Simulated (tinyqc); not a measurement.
Sweep of a uniaxial [110] stress: six-band Luttinger-Kohn model with strain.

Six-band Luttinger-Kohn model in the basis |3/2,3/2>, |3/2,1/2>, |3/2,-1/2>, |3/2,-3/2>, |1/2,1/2>, |1/2,-1/2>, electron energies, zero at the top of the unstrained valence band. H = -[rows: (P+Q, -S, R, 0, -S/r2, r2 R); (-S*, P-Q, 0, R, -r2 Q, r32 S); (R*, 0, P-Q, S, r32 S*, r2 Q); (0, R*, S*, P+Q, -r2 R*, -S*/r2); (-S*/r2, -r2 Q, r32 S, -r2 R, P+Dso, 0); (r2 R*, r32 S*, r2 Q, -S/r2, 0, P+Dso)], r2 = sqrt(2), r32 = sqrt(3/2). Levels are twofold.

P = c g1 k^2 - av tr(e); Q = c g2 (kx^2 + ky^2 - 2 kz^2) - (b/2)(exx + eyy - 2 ezz); R = c sqrt3 [-g2 (kx^2 - ky^2) + 2i g3 kx ky] + (sqrt3/2) b (exx - eyy) - i d exy; S = 2 c sqrt3 g3 (kx - i ky) kz - d (exz - i eyz); c = hbar^2/2m0, e the strain tensor (not engineering shear).

s11 = (C11 + C12)/((C11 - C12)(C11 + 2 C12)), s12 = -C12/((C11 - C12)(C11 + 2 C12)), s44 = 1/C44; exx = s11 sxx + s12 (syy + szz) and cyclic, exy = s44 sxy/2; tension is positive. A uniaxial stress X along the unit vector n is s_ij = X n_i n_j.

Constants: hbar^2/2m0 = 3.80998211 eV angstrom^2.

Parameters, chosen for this exercise (near those of InSb; not measured data):
- Dso = 0.822 eV (spin-orbit splitting)
- g1 = 34.96 (Luttinger gamma1)
- g2 = 15.47 (gamma2)
- g3 = 16.54 (gamma3)
- av = 0.36 eV (valence hydrostatic potential)
- b = -2.05 eV (tetragonal shear potential)
- d = -4.73 eV (trigonal shear potential)
- C11 = 68.9 GPa
- C12 = 36.8 GPa
- C44 = 30.8 GPa
- load = uniaxial [110] (kind of stress)

Edges at k = 0 and curvature masses of the top pair along [110] and [001] (step 0.0002 1/angstrom); at zero stress the top is fourfold and has no single curvature.

Edges and masses:
```
X (GPa)  top (eV)  second (eV)  third (eV)  splitting (meV)  m [110]  m [001]
-1.50      0.0827      -0.0778     -0.8383            160.6    0.013    0.083
-1.00      0.0528      -0.0521     -0.8303            104.8    0.014    0.077
-0.50      0.0251      -0.0261     -0.8247             51.2    0.014    0.071
0.00       0.0000       0.0000     -0.8220              0.0        -        -
0.50       0.0263      -0.0222     -0.8223             48.6    0.325    0.018
1.00       0.0528      -0.0414     -0.8258             94.3    0.321    0.017
1.50       0.0796      -0.0574     -0.8328            137.0    0.317    0.017
```

The splitting reaches 160.6 meV under compression and 137.0 meV under the same tension; linear shear terms alone would make the two equal, and the difference comes from the coupling to the split-off band. At the ends of the sweep the top pair has a mass along [110] of 0.013 under compression and 0.317 under tension, so compression gives the lighter holes along [110]; along [001] it has 0.083 and 0.017. The top edge itself moves by +83 and +80 meV. The ends of the sweep mean strains up to 2.3 %, beyond the range of linear deformation potentials.

Program tinyqc; command `OMP_NUM_THREADS=1 python tinyqc.py 1081490 1081491 out.jsonl`; about 0.05 s on one thread of a shared Intel(R) Xeon(R) Processor @ 2.30GHz.
